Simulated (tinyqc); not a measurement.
Beam energy: resolution against speed: sputter depth profiling of a dopant layer: erosion rate, quantification and the mixing-roughness response. Computed by tinyqc, a small Python program. Command: `OMP_NUM_THREADS=1 python tinyqc.py 3013663 3013664 out.jsonl sims walk`. One thread of a shared host (Intel(R) Xeon(R) Processor @ 2.30GHz), about 0.07 s of CPU time with the checks.

A rastered ion beam erodes silicon (49.94 atoms per nm^3). The measured profile is the true one convolved with a depth response.

Inputs (values chosen for the exercise, modelled on a dopant in silicon under an oxygen or caesium beam): beam energy E = 1.4 keV; beam current = 370 nA; raster side = 300 um; sputter yield at 1 keV = 1.6; mixing length at 1 keV = 1.8 nm; roughness sigma = 0.62 nm; depth of the top edge z0 = 51 nm; box width b = 2.4 nm; box concentration C = 2.9e+18 1/cm^3; relative sensitivity factor RSF = 1.1e+21 1/cm^3; matrix count rate = 500000 1/s; background count rate = 0.57 1/s; counting time per point = 0.5 s; level that defines the junction C_B = 4e+16 1/cm^3.

True profile: box.

Constants: e = 1.602176634e-19 C.

Method:
- Scaling chosen for the exercise: yield Y = Y1 E^0.5, mixing length w = w1 E^0.5 (E in keV).
- Erosion rate = Y I/(e x raster^2 x density); depth step = rate x counting time; concentration = RSF x counts/matrix counts; detection limit = RSF x 3 sqrt(background x time)/(matrix rate x time).
- Mixing alone turns a layer at z0 into (1/w) exp(-(z - z0 + w)/w) for z > z0 - w; roughness adds a Gaussian of width sigma. With x = z - z0 + w: g(x) = (1/(2w)) exp(sigma^2/(2 w^2) - x/w) erfc((sigma/w - x/sigma)/sqrt2), and its integral G(x) = (1/2) erfc(-x/(sigma sqrt2)) - w g(x). Measured: C [G(x) - G(x - b)].
- Width = full width at half maximum; the apparent junction is the deep point where the profile falls to C_B; time to profile to twice z0 = 2 z0/erosion rate, at fixed current.

erosion rate = 0.972712 nm/s

Measured values:
```
E (keV)  w (nm)  peak (1/cm^3)  width (nm)  apparent junction (nm)  time (min)
0.15     0.6971     2.4154e+18      2.7159                  55.942      5.3393
0.25     0.9000     2.2785e+18      2.8272                  56.504      4.1358
0.50     1.2728     2.0477e+18      3.0471                  57.521      2.9244
1.00     1.8000     1.7785e+18      3.3815                  58.866      2.0679
2.00     2.5456     1.4928e+18      3.8842                  60.578      1.4622
4.00     3.6000     1.2135e+18      4.6222                  62.681      1.0339
8.00     5.0912     9.5889e+17      5.6815                  65.173      0.7311
```

What follows from these numbers?

From the highest to the lowest energy the width goes from 5.68 to 2.72 nm, towards the floor set by roughness and the box width 2.4 nm, and the junction error from 11.8 to 2.54 nm, at 7.3 times the time. Extrapolating the tail slope to zero energy separates mixing from real diffusion. Caution: the surface transient, segregation under the beam and the growth of roughness with depth are left out, and real yields fall faster near the sputter threshold.

Extremes, crossings and ranges named in words are read from the listed rows.
